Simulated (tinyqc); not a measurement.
Random telegraph noise from one oxide trap in a small MOSFET: two steps of the calculation.

An acceptor-like trap exchanges electrons with the channel. Inversion charge Q = Cox u, u = n Vt W0(exp((Vg - VT)/(n Vt))), W0 the Lambert function, n = nf, Cox = eps0 eox/tox; linear regime Id = (W/L) mu Q Vd. Relative to threshold the surface potential rises by Vt ln(u/u0) and the oxide voltage by the rest of Vg - VT, with u0 = n Vt W0(1).

Values chosen for this exercise; values of the order met in silicon transistors:
- T = 200 K (temperature)
- eox = 9.11 (relative permittivity of the gate insulator (close to aluminium oxide))
- tox = 6.1 nm (insulator thickness)
- xt = 3 nm (depth of the trap from the channel interface)
- nf = 1.2 (body factor)
- W = 180 nm (gate width)
- L = 65 nm (gate length)
- mu = 240 cm^2/(V s) (mobility)
- asc = 1.5e-16 V s (scattering coefficient of the charged trap)
- Vd = 0.02 V (drain voltage)

Constants: q = 1.602176634e-19 C, kB = 1.380649e-23 J/K, Vt = kB T/q, eps0 = 8.8541878128e-14 F/cm where lengths are in cm. Results are converted to the units shown.

Question 1. Step height. A = W L; threshold step dV = q (1 - xt/tox)/(Cox A); gm/Id = 1/(u + n Vt); relative step dI/I = (gm/Id) dV + asc mu/A. Id as defined.

u = 0.066000653 V
N = 5.4472225e11 cm^-2

Find: electrons in the channel N A; dV; gm/Id; number part of dI/I; dI/I; Id; dI.

Answer 1.

electrons in the channel N A = 63.73
dV = 0.5263 mV
gm/Id = 11.54 1/V
number part of dI/I = 0.6071 %
dI/I = 0.6379 %
Id = 1.160 uA
dI = 7.400 nA

Question 2. Lorentzian spectrum. Spectrum S(f) = 4 dI^2/{(tc + te)[(1/tc + 1/te)^2 + (2 pi f)^2]}; corner fc = (1/tc + 1/te)/(2 pi); variance dI^2 tc te/(tc + te)^2. Give S at f = 0, at fc and at 10 fc.

tc = 6719.8398 s
te = 36986.084 s
dI = 7.4002238 nA

Wanted: fc; S(0); S(fc); S(10 fc); rms current.

Answer 2.

fc = 2.7987e-5 Hz
S(0) = 1.6208e-13 A^2/Hz
S(fc) = 8.1039e-14 A^2/Hz
S(10 fc) = 1.6047e-15 A^2/Hz
rms current = 2.6693 nA

The rms value is 0.361 of the step; it reaches its largest share, 1/2, when tc = te.

Range of the model: VT is taken as given; short-channel effects and the uneven flow of current among few electrons are left out.

Program tinyqc, `OMP_NUM_THREADS=1 python tinyqc.py 2710047 2710048 out.jsonl`; Intel Xeon 2.30GHz, shared host, one thread, about 0.01 s.
